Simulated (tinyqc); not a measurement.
Resistance of a source-drain extension with a graded tip: one step of the calculation.

y runs along the channel, the gate covers y > 0. The doping is N0 for y < y0 and N0 10^(-(y - y0)/la) beyond, uniform over the depth xj. Sheet conductance s(y) = q mu(N) max(N - Nch, 0) xj + (for y > 0) ma Cox Vo, with mu(N) = u0 + (u1 - u0)/(1 + (N/Nr)^au) and Cox = eps0 eox/tox. Current is taken as one-dimensional; depletion of the tip, spreading and the contact are left out. The metallurgical junction lies at yj, where N = Nch.

Task. Sheet resistances and junction position. yj = y0 + la log10(N0/Nch); sheet resistance of the full extension 1/[q mu(N0)(N0 - Nch) xj] and of the gate-induced layer 1/(ma Cox Vo); metallurgical length Lg - 2 yj; ye is where the doped and the gate-induced conductances are equal.

Inputs (values chosen for the exercise); mobility law close to that of electrons in silicon: relative permittivity of the gate insulator (close to aluminium oxide) eox = 9.03; insulator thickness tox = 2.3 nm; active doping of the extension far from the gate N0 = 7.3e19 cm^-3; lateral abruptness la = 5.5 nm/decade; position under the gate where the fall begins (gate edge at 0) y0 = 1.4 nm; depth of the extension xj = 16 nm; channel doping Nch = 6.3e17 cm^-3; gate overdrive Vo = 0.74 V; mobility of the gate-induced layer ma = 94 cm^2/(V s); mobility at low doping u1 = 1414 cm^2/(V s); mobility at high doping u0 = 68.5 cm^2/(V s); reference doping Nr = 9.2e16 cm^-3; exponent au = 0.711; gate length Lg = 40 nm.

Constants: q = 1.602176634e-19 C, eps0 = 8.8541878128e-14 F/cm where lengths are in cm. Results are converted to the units shown.

Give: yj; sheet resistance of the extension; sheet resistance of the induced layer; metallurgical length; ye; N at ye.

Result.

yj = 12.752 nm
sheet resistance of the extension = 673.14 ohm/square
sheet resistance of the induced layer = 4135.5 ohm/square
metallurgical length = 14.496 nm
ye = 6.5475 nm
N at ye = 8.4608e18 cm^-3

The gate takes over 6.20 nm before the junction, where N is still 13.4 times the channel doping.

Computed by the program tinyqc: `OMP_NUM_THREADS=1 python tinyqc.py 2282157 2282158 out.jsonl`, one thread of a shared Intel Xeon 2.30GHz, about 0.03 s for the whole run.
